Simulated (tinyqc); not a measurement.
Straight dislocations in isotropic elasticity: fields, energies, partials, Peierls stress and walls: one step, computed by the program tinyqc.

The line runs along z, the glide plane is y = 0, and beta is the angle between b and the line (0 screw, 90 degrees edge): b_e = b sin(beta) along +x with the extra half plane at y > 0, b_s = b cos(beta). Stress is positive in tension.

Question. Strength from dislocations. Frank-Read source, averaged over the loop: tau = G b/(2 pi l) [(1 - nu/2)/(1 - nu)] ln(l/r0). Taylor hardening: tau = 0.3 G b sqrt(rho).

Inputs (values chosen for the exercise, modelled on silicon):

| quantity | value | unit |
|---|---|---|
| shear modulus G | 67.4 | GPa |
| Poisson ratio nu | 0.214 | - |
| Burgers vector b | 3.84 | angstrom |
| dislocation density rho | 6.9e+09 | 1/m^2 |
| core radius r0/b | 0.5 | - |
| source length l | 1600 | nm |

Give: Frank-Read stress; Taylor stress.

Answer.

Frank-Read stress = 26.41 MPa

Taylor stress = 0.6450 MPa

Caution: in covalent crystals the flow stress is largely set by thermally activated glide over the Peierls barrier, which the source and Taylor stresses leave out.
